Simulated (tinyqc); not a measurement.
Inside a calculation. Method: G0W0 on RHF in the 6-31g basis, for H2, spin multiplicity 1. One step of it, computed by the program tinyqc.

Question. Iteration 5 (converged): orbitals. Diagonalise F' = X^T F X, C = X C', fill 1 alpha and 1 beta electrons from the bottom; D = 2 C_occ C_occ^T. Each column has its largest component positive (the first on a tie).

converged F (hartree):
```
           1H 1s      1H 2s      2H 1s      2H 2s
1H 1s   0.093985  -0.424409  -0.404354  -0.411786
1H 2s  -0.424409  -0.309782  -0.411786  -0.359558
2H 1s  -0.404354  -0.411786   0.093985  -0.424409
2H 2s  -0.411786  -0.359558  -0.424409  -0.309782
```

X:
```
           1H 1s      1H 2s      2H 1s      2H 2s
1H 1s   1.254330  -0.498661  -0.040485   0.031082
1H 2s  -0.498661   1.662057   0.031082  -0.669297
2H 1s  -0.040485   0.031082   1.254330  -0.498661
2H 2s   0.031082  -0.669297  -0.498661   1.662057
```

Give: F' = X^T F X; orbital energies; coefficients C; D after iteration 5.

Answer.

F' = X^T F X (hartree):
```
         1        2        3        4
1   0.6062  -0.5743  -0.2606  -0.1293
2  -0.5743   0.2452  -0.1293  -0.1964
3  -0.2606  -0.1293   0.6062  -0.5743
4  -0.1293  -0.1964  -0.5743   0.2452
```

orbital energies (hartree): MO1 -0.5219, MO2 0.1610, MO3 0.9163, MO4 1.1473

coefficients C:
```
          MO1      MO2      MO3      MO4
1H 1s  0.2839   0.1714   0.8749  -0.9743
1H 2s  0.3369   1.1947  -0.6990   1.1961
2H 1s  0.2839  -0.1714   0.8749   0.9743
2H 2s  0.3369  -1.1947  -0.6990  -1.1961
```

D after iteration 5:
```
        1H 1s   1H 2s   2H 1s   2H 2s
1H 1s  0.1612  0.1913  0.1612  0.1913
1H 2s  0.1913  0.2270  0.1913  0.2270
2H 1s  0.1612  0.1913  0.1612  0.1913
2H 2s  0.1913  0.2270  0.1913  0.2270
```
